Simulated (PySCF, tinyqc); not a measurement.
Worked calculation: RHF in the sto-3g basis, for H6, spin multiplicity 1. The lowest restricted solution is unstable here: a spin-polarised one lies 0.1651 hartree lower (PySCF). One step of it, computed by the program tinyqc.

Task: Iteration 4: building the Fock matrix. J_ij = sum D_kl (ij|kl), K_ij = sum D_kl (ik|jl); F = H + J - 0.5 K; E = tr D H + tr D J / 2 - 0.25 tr D K + E_nn.

D after iteration 3, lower triangle:
```
           1H 1s      2H 1s      3H 1s      4H 1s     5H 1s     6H 1s
1H 1s   0.832904
2H 1s   0.668947   0.731818
3H 1s  -0.136161   0.266484   0.764677
4H 1s  -0.415671  -0.093273   0.595678   0.747360
5H 1s   0.039640  -0.071403  -0.101268   0.255390  0.726020
6H 1s   0.330195   0.041841  -0.400875  -0.115391  0.675228  0.824567
```

core Hamiltonian H = T + V (hartree), lower triangle:
```
           1H 1s      2H 1s      3H 1s      4H 1s      5H 1s      6H 1s
1H 1s  -1.314780
2H 1s  -0.501371  -1.659487
3H 1s  -0.068489  -0.743097  -1.749406
4H 1s  -0.002678  -0.071998  -0.561816  -1.749406
5H 1s  -0.000075  -0.004582  -0.071998  -0.743097  -1.659487
6H 1s   0.000000  -0.000075  -0.002678  -0.068489  -0.501371  -1.314780
```

Two-electron integrals (ij|kl) in chemists' order, unique and non-zero (hartree):
```
(11|11) 0.774606   (21|11) 0.143462   (21|21) 0.040294   (22|11) 0.350835
(22|21) 0.143462   (22|22) 0.774606   (31|11) 0.011991   (31|21) 0.003935
(31|22) 0.017151   (31|31) 0.000456   (32|11) 0.090528   (32|21) 0.035918
(32|22) 0.204458   (32|31) 0.005210   (32|32) 0.075915   (33|11) 0.193097
(33|21) 0.071602   (33|22) 0.400735   (33|31) 0.011991   (33|32) 0.204458
(33|33) 0.774606   (41|11) 0.000258   (41|21) 0.000096   (41|22) 0.000497
(41|31) 0.000013   (41|32) 0.000182   (41|33) 0.000497   (41|41) 4.60e-07
(42|11) 0.005960   (42|21) 0.002203   (42|22) 0.011991   (42|31) 0.000337
(42|32) 0.005210   (42|33) 0.017151   (42|41) 0.000013   (42|42) 0.000456
(43|11) 0.040786   (43|21) 0.014032   (43|22) 0.071602   (43|31) 0.002203
(43|32) 0.035918   (43|33) 0.143462   (43|41) 0.000096   (43|42) 0.003935
(43|43) 0.040294   (44|11) 0.125516   (44|21) 0.040786   (44|22) 0.193097
(44|31) 0.005960   (44|32) 0.090528   (44|33) 0.350835   (44|41) 0.000258
(44|42) 0.011991   (44|43) 0.143462   (44|44) 0.774606   (51|11) 4.52e-06
(51|21) 1.65e-06   (51|22) 0.000009   (51|31) 2.53e-07   (51|32) 3.90e-06
(51|33) 0.000013   (51|41) 1.00e-08   (51|42) 3.36e-07   (51|43) 2.79e-06
(51|44) 0.000008   (52|11) 0.000270   (52|21) 0.000093   (52|22) 0.000474
(52|31) 0.000014   (52|32) 0.000225   (52|33) 0.000836   (52|41) 6.04e-07
(52|42) 0.000024   (52|43) 0.000232   (52|44) 0.000836   (52|51) 1.70e-08
(52|52) 1.39e-06   (53|11) 0.004064   (53|21) 0.001339   (53|22) 0.006469
(53|31) 0.000200   (53|32) 0.003091   (53|33) 0.011991   (53|41) 0.000009
(53|42) 0.000363   (53|43) 0.003935   (53|44) 0.017151   (53|51) 2.53e-07
(53|52) 0.000024   (53|53) 0.000456   (54|11) 0.038966   (54|21) 0.012308
(54|22) 0.056223   (54|31) 0.001731   (54|32) 0.024966   (54|33) 0.090528
(54|41) 0.000071   (54|42) 0.003091   (54|43) 0.035918   (54|44) 0.204458
(54|51) 2.10e-06   (54|52) 0.000225   (54|53) 0.005210   (54|54) 0.075915
(55|11) 0.096565   (55|21) 0.029793   (55|22) 0.132162   (55|31) 0.004064
(55|32) 0.056223   (55|33) 0.193097   (55|41) 0.000160   (55|42) 0.006469
(55|43) 0.071602   (55|44) 0.400735   (55|51) 4.52e-06   (55|52) 0.000474
(55|53) 0.011991   (55|54) 0.204458   (55|55) 0.774606   (61|11) 1.39e-08
(61|22) 2.39e-08   (61|32) 1.15e-08   (61|33) 4.36e-08   (61|43) 1.23e-08
(61|44) 4.36e-08   (61|54) 1.15e-08   (61|55) 2.39e-08   (62|11) 2.93e-06
(62|21) 9.55e-07   (62|22) 4.52e-06   (62|31) 1.39e-07   (62|32) 2.10e-06
(62|33) 0.000008   (62|41) 5.91e-09   (62|42) 2.53e-07   (62|43) 2.79e-06
(62|44) 0.000013   (62|52) 1.70e-08   (62|53) 3.36e-07   (62|54) 3.90e-06
(62|55) 0.000009   (63|11) 0.000111   (63|21) 0.000035   (63|22) 0.000160
(63|31) 4.93e-06   (63|32) 0.000071   (63|33) 0.000258   (63|41) 2.02e-07
(63|42) 0.000009   (63|43) 0.000096   (63|44) 0.000497   (63|51) 5.91e-09
(63|52) 6.04e-07   (63|53) 0.000013   (63|54) 0.000182   (63|55) 0.000497
(63|62) 1.00e-08   (63|63) 4.60e-07   (64|11) 0.002971   (64|21) 0.000916
(64|22) 0.004064   (64|31) 0.000125   (64|32) 0.001731   (64|33) 0.005960
(64|41) 4.93e-06   (64|42) 0.000200   (64|43) 0.002203   (64|44) 0.011991
(64|51) 1.39e-07   (64|52) 0.000014   (64|53) 0.000337   (64|54) 0.005210
(64|55) 0.017151   (64|62) 2.53e-07   (64|63) 0.000013   (64|64) 0.000456
(65|11) 0.022676   (65|21) 0.006867   (65|22) 0.029793   (65|31) 0.000916
(65|32) 0.012308   (65|33) 0.040786   (65|41) 0.000035   (65|42) 0.001339
(65|43) 0.014032   (65|44) 0.071602   (65|51) 9.55e-07   (65|52) 0.000093
(65|53) 0.002203   (65|54) 0.035918   (65|55) 0.143462   (65|62) 1.65e-06
(65|63) 0.000096   (65|64) 0.003935   (65|65) 0.040294   (66|11) 0.076075
(66|21) 0.022676   (66|22) 0.096565   (66|31) 0.002971   (66|32) 0.038966
(66|33) 0.125516   (66|41) 0.000111   (66|42) 0.004064   (66|43) 0.040786
(66|44) 0.193097   (66|51) 2.93e-06   (66|52) 0.000270   (66|53) 0.005960
(66|54) 0.090528   (66|55) 0.350835   (66|61) 1.39e-08   (66|62) 4.52e-06
(66|63) 0.000258   (66|64) 0.011991   (66|65) 0.143462   (66|66) 0.774606
```

nuclear repulsion = 3.33779090 hartree

Give: Coulomb J; exchange K; Fock matrix F; total energy of this density.

Result:

Coulomb J (hartree), lower triangle:
```
       1H 1s  2H 1s  3H 1s  4H 1s  5H 1s  6H 1s
1H 1s  1.609
2H 1s  0.453  1.931
3H 1s  0.054  0.679  2.018
4H 1s  0.002  0.057  0.509  2.007
5H 1s  0.000  0.003  0.057  0.675  1.920
6H 1s  0.000  0.000  0.002  0.054  0.451  1.602
```

exchange K (hartree), lower triangle:
```
        1H 1s   2H 1s   3H 1s  4H 1s  5H 1s  6H 1s
1H 1s   0.866
2H 1s   0.489   0.952
3H 1s   0.086   0.482   0.953
4H 1s  -0.045   0.082   0.460  0.935
5H 1s  -0.007  -0.002   0.080  0.474  0.944
6H 1s   0.024  -0.007  -0.043  0.090  0.491  0.861
```

Fock matrix F (hartree), lower triangle:
```
        1H 1s   2H 1s   3H 1s   4H 1s   5H 1s   6H 1s
1H 1s  -0.138
2H 1s  -0.293  -0.205
3H 1s  -0.058  -0.305  -0.207
4H 1s   0.022  -0.056  -0.283  -0.210
5H 1s   0.004   0.000  -0.055  -0.305  -0.212
6H 1s  -0.012   0.003   0.020  -0.060  -0.296  -0.144
```

total energy of this density = -2.79123 hartree
